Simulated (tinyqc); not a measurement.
Inside a calculation: thin-body film or fin with hard walls, valleys of the Si type. Values are carried at full precision from step to step, so a last printed digit may differ when a step is redone from the rounded ones.

Six ellipsoidal valleys with their long axes along the cube axes, mass ml along the axis and mt across it. For a valley whose axis makes the angle theta with the surface normal, 1/m_z = cos^2(theta)/ml + sin^2(theta)/mt sets the confinement; in the plane the masses are m_1 = mt and m_2 = ml mt/m_z, and m_d = sqrt(m_1 m_2).

Constants: hbar^2/2m0 = 3.80998211 eV angstrom^2; kB = 8.617333262e-05 eV/K.

Values chosen for the exercise (near those of Si; not measured data): ml = 0.916 m0 (longitudinal mass); mt = 0.189 m0 (transverse mass); face = 111 (face of the film or side wall of the fin); t = 46 angstrom (body thickness); T = 300 K (temperature); g_all = 6 (number of valleys); Ns = 2.4 x 1e12/cm^2 (sheet density in the on state); alpha = 0.45 1/eV (non-parabolicity).

## Valley masses for the (111) face

Group the valleys by their angle to the normal, heaviest m_z first.

Valleys (masses in m0):
```
valleys g  cos^2(theta)     m_z     m_1     m_2     m_d
6                0.3333  0.2570  0.1890  0.6737  0.3568
```

## Subband edges

A film of thickness t between hard walls, flat band inside: E_n = c (n pi/t)^2/m_z above the bulk edge, c = hbar^2/2m0. Without degeneracy the sheet density is N2 exp((EF - Ec)/kB T) with N2 = sum_i g m_d/(2 pi c) kB T exp(-E_i/kB T) over n = 1 to 40 of each group; a classical film has t Nc with Nc = 2 g_all (m_dos kB T/(4 pi c))^(3/2), m_dos = (ml mt^2)^(1/3). The threshold shift is dVt = kB T ln(t Nc/N2).

The seven lowest levels of all groups together; primes mark the lighter m_z.

Subbands:
```
label  valleys g  E (eV)
1              6  0.0692
2              6  0.2766
3              6  0.6224
4              6  1.1064
5              6  1.7288
6              6  2.4894
7              6  3.3884
```

The second subband, 2, lies 207.5 meV above the first, 8.0 kB T at 300 K.

## Effective density of states and threshold shift

Sum the subbands; 1/angstrom^2 = 1e16/cm^2 and 1/angstrom^3 = 1e24/cm^3.

terms of N2 by group (1e12/cm^2): 1.594

Nc = 2.724 x 1e19/cm^3
t Nc = 12.528 x 1e12/cm^2
dVt = 53.3 mV

Confinement leaves 13 % of the classical states.

## Filling at a given sheet density

n_i = g m_d/(2 pi c) kB T ln(1 + exp((EF - E_i)/kB T)) over the levels listed; solve sum n_i = Ns (1e12/cm^2 = 1e-4/angstrom^2); the band bending of the charge itself is left out. c = hbar^2/2m0.

EF = 0.0119 eV

n_i in the order of the list (1e12/cm^2): 2.399  0.001  0.000  0.000  0.000  0.000  0.000

The fullest subband is 1, with 100 %.

## Non-parabolic correction

Each level E0 of the list is replaced by the root of E (1 + alpha E) = E0.

Levels (eV):
```
label  parabolic  corrected
1         0.0692     0.0671
2         0.2766     0.2488
3         0.6224     0.5068
4         1.1064     0.8107
5         1.7288     1.1419
6         2.4894     1.4902
7         3.3884     1.8493
```

The lowest level drops by 2.0 meV. Levels above about 1 eV (3 here) lie outside the range of the valley model.

## Checks

- N2 of a 3000 angstrom film, summed over n to convergence, plus the half-term of the walls against t Nc, 1/angstrom^2: both 0.081706.

Program tinyqc; command `OMP_NUM_THREADS=1 python tinyqc.py 1251621 1251622 out.jsonl`; about 0.01 s on one thread of a shared Intel(R) Xeon(R) Processor @ 2.30GHz.
